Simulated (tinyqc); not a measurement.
Inside a calculation: Weaire-Thorpe hybrids on a Bethe lattice: gap and dangling bond of an amorphous tetrahedral solid. Values are carried at full precision from step to step, so a last printed digit may differ when a step is redone from the rounded ones.

Four sp3 hybrids an atom at energy 0, coupled by -V1 on the atom and by -V2 along a bond; the bonds form a tree (no rings). For any network the gap runs at least from -V2 + V1 to V2 - 3 V1, and p-like states pile up at -V2 + V1 and V2 + V1. On the tree the gap is wider: it ends at Ec = -V1 + sqrt(V2^2 + 4 V1^2 - 2 sqrt3 V1 V2), which makes it well wider than the gaps of the real glasses. A branch seen from a hybrid has the self-energy S = V2^2 g, where g is the Green function of the hybrid across the bond, whose three partners carry S themselves. With a = z - V1, b = a - S: g = 1/(a + V1 b/(b + 3 V1)), z = E + i eta. A full atom has G = (1/b)(b + 3 V1)/(b + 4 V1) per hybrid; a dangling hybrid with shift dh has G = 1/(1/g - dh).

Values chosen for the exercise (of the size of tabulated hybrid energies for amorphous germanium; the results hold for these values, not for the real material): V1 = 1.93 eV (coupling of two hybrids on one atom); V2 = 4.05 eV (coupling of the two hybrids of a bond); E = 1.63 eV (energy); eta = 0.03 eV (broadening); dh = 0.44 eV (shift of the dangling hybrid (rehybridisation)).

## Edges

Bounds -V2 + V1 and V2 - 3 V1. On the tree the s-like bands are narrower: E = -V1 -/+ sqrt(V2^2 + 4 V1^2 + V1 V2 e) with e from -2 sqrt3 to 2 sqrt3 (for a crystal, -4 to 4), so the conduction edge is -V1 + sqrt(V2^2 + 4 V1^2 - 2 sqrt3 V1 V2).

edges (eV): Ev -2.1200, Ec(bound) -1.7400, Ec(tree) 0.1255

gaps (eV): (bound, reached in the crystal) 0.3800, (tree) 2.2455

The gap needs no periodicity, only V2 > 2 V1 (here V2/V1 = 2.098); leaving out rings widens it by 1.865 eV. Two parameters give the trend, not the value.

## The self-energy at one energy

S = V2^2 g is a quadratic A S^2 + B S + C = 0 with A = a + V1, B = -(a (a + 4 V1) + V2^2), C = V2^2 (a + 3 V1), a = z - V1. Of the two roots take the one with Im S < 0 (if both qualify, the decaying one, with the smaller |V1 V2 g/(b + 3 V1)|).

A, B, C: 1.6300+0.0300i  -14.1756-0.2136i  90.0497+0.4921i

roots (eV): 4.3969+6.0128i  4.2993-6.0419i

S = 4.2993-6.0419i eV

## Densities at that energy

With z = E + i eta, b = z - V1 - S: full atom G = (b + 3 V1)/(b (b + 4 V1)); g = S/V2^2; dangling hybrid 1/(1/g - dh); densities -Im G/pi.

G (1/eV): (bulk) -0.0427-0.1111i, (dangling with dh = 0) 0.2621-0.3683i, (dangling with dh) 0.2129-0.4554i
densities (1/eV): (bulk) 0.0354, (dangling with dh = 0) 0.1172, (dangling with dh) 0.1449

## The dangling-bond level

For eta = 0 the level solves 1/g(E) = dh inside the gap (bisection); its weight on the dangling hybrid is 1/(d(1/g)/dE), by central differences with step 1e-5 eV.

level = 0.1046 eV
above Ev = 2.2246 eV
weight on the dangling hybrid = 0.145

The level lies at 99 % of the gap of the tree; 85 % of it spreads over the back bonds.

## Checks

- Conduction edge from the formula against the zero of the discriminant: both 0.125468.
- S from the quadratic against damped iteration of S = V2^2 g: both 4.299256.

Computed by tinyqc, a small Python program: `OMP_NUM_THREADS=1 python tinyqc.py 1481426 1481427 out.jsonl` (the numbers bound the seed that draws the inputs); one thread of a shared host (Intel(R) Xeon(R) Processor @ 2.30GHz), about 0.03 s for the whole set of steps.
